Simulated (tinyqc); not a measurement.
## One gate, two gates and a surrounding gate

Below threshold the potential that source and drain add obeys Laplace's equation, vanishes on the gates and decays along the channel as exp(-k y). The same ts (depleted depth over a conducting body, body thickness or wire diameter), ti and permittivities in three geometries; k is the smallest positive root of: one gate, f(k) = eps_r sin(k ti) cos(k ts) + ei cos(k ti) sin(k ts); two gates, f(k) = ei cos(k ti) cos(k ts/2) - eps_r sin(k ti) sin(k ts/2); wire, f(k) = ei J0(u)[J1(u) Y0(v) - Y1(u) J0(v)] - eps_r J1(u)[J0(u) Y0(v) - Y0(u) J0(v)], u = k ts/2, v = u + k ti. Parabolic estimates of l: sqrt((eps_r/ei) ts ti); sqrt((eps_r/(2 ei)) ts ti (1 + ei ts/(4 eps_r ti))); sqrt([2 eps_r ts^2 ln(1 + 2 ti/ts) + ei ts^2]/(16 ei)), in the same order.

Inputs (values chosen for the exercise); permittivities: semiconductor close to that of In0.53Ga0.47As, insulator close to that of silicon dioxide: relative permittivity of the semiconductor eps_r = 13.9; relative permittivity of the insulator ei = 3.8; insulator thickness ti = 1.3 nm; depletion depth ts = 27 nm.

Scale lengths (nm):
```
,Lambda = pi/k,l = 1/k,l(parabolic)
one gate over a conducting body,31.46,10.01,11.33
two gates,36.05,11.48,12.46
wire,23.82,7.582,8.730
```

What do the numbers show?

The wire has the shortest scale length, 0.661 times that of the double gate; the single gate over a conducting body has 0.873 times it, its layer ending directly on a conductor where the double gate has a second insulator. The parabolic estimates are 13 % above, 8.6 % above and 15 % above the exact l, in the order of the rows.

Computed by the program tinyqc: `OMP_NUM_THREADS=1 python tinyqc.py 2420090 2420091 out.jsonl`, one thread of a shared Intel Xeon 2.30GHz, about 0.01 s for the whole run.
